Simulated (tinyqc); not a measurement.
Both saturation currents from two open-circuit voltages.

Question. Without shunt, at open circuit JL = J01 (exp(Voc/Vt) - 1) + J02 (exp(Voc/(2 Vt)) - 1). Find J01, J02 and the mean ideality (Voc2 - Voc1)/(Vt ln(JL2/JL1)).

Parameters, values chosen for the exercise:

| symbol | value | unit | meaning |
|---|---|---|---|
| T | 300 | K | temperature |

Constants: q = 1.602176634e-19 C, kB = 1.380649e-23 J/K, Vt = kB T/q. Results are converted to the units shown.

photocurrents (mA/cm^2): 19.9  199
Voc (V): 1.0830495  1.1468219

Answer. The relation is linear in J01 and J02, so two light levels give two equations; series resistance plays no part at open circuit.

J01 = 1.00e-20 A/cm^2
J02 = 3.40e-12 A/cm^2
mean ideality = 1.07

tinyqc, about 0.01 s, one thread, Intel Xeon 2.30GHz (shared host): `OMP_NUM_THREADS=1 python tinyqc.py 2280028 2280029 out.jsonl`
